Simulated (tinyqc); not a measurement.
Voltage: WKB tunnelling through a gate dielectric with a two-band (Franz) dispersion.

At depth x the conduction edge lies u(x) = phi - V x/t above the electron. Parabolic: kappa = sqrt(m u/c). Franz: kappa = sqrt(m u (1 - u/Eg)/c), which vanishes at both band edges. c = hbar^2/2m0. T = exp(-2 integral of kappa dx) over the region u > 0; no image force, no prefactor, zero transverse momentum. The region ends at x_e = min(t, phi t/V); x_e < t is the Fowler-Nordheim regime.

Constants: hbar^2/2m0 = 3.80998211 eV angstrom^2.

Values chosen for the exercise (of the size used for HfO2 on silicon; the results hold for these values, not for the real material):

| symbol | value | unit | meaning |
|---|---|---|---|
| Eg | 5.68 | eV | gap of the dielectric |
| phi | 1.59 | eV | barrier above the electron energy at the emitter |
| m | 0.22 | m0 | mass at the conduction edge |
| t | 19 | angstrom | thickness |

The same layer at other voltages.

Exponents 2 I and transmission:

| V (V) | shape | x_e (angstrom) | 2 I parabolic | 2 I Franz | T Franz |
|---|---|---|---|---|---|
| 0.25 | trapezoid | 19.00 | 11.049 | 9.516 | 7.37e-05 |
| 0.50 | trapezoid | 19.00 | 10.555 | 9.217 | 9.94e-05 |
| 1.00 | trapezoid | 19.00 | 9.446 | 8.451 | 0.000214 |
| 1.50 | trapezoid | 19.00 | 8.027 | 7.306 | 0.000672 |
| 2.00 | triangle | 15.11 | 6.103 | 5.561 | 0.00384 |
| 3.00 | triangle | 10.07 | 4.068 | 3.707 | 0.0245 |
| 4.00 | triangle | 7.55 | 3.051 | 2.781 | 0.0620 |
| 5.00 | triangle | 6.04 | 2.441 | 2.224 | 0.108 |
| 6.00 | triangle | 5.04 | 2.034 | 1.854 | 0.157 |

What does the comparison show?

While the barrier is a trapezoid T rises by a factor 9.11 from 0.25 to 1.5 V. Beyond V = phi = 1.59 V the path shortens and the exponent falls as 1/V: from 4 to 6 V it goes from 2.78 to 1.85, the ratio 0.667 = 4/6. The last row means 31.6 MV/cm; rows above about 7 MV/cm are past breakdown.

tinyqc: `OMP_NUM_THREADS=1 python tinyqc.py 1451777 1451778 out.jsonl`; about 0.01 s, one thread, shared Intel(R) Xeon(R) Processor @ 2.30GHz.
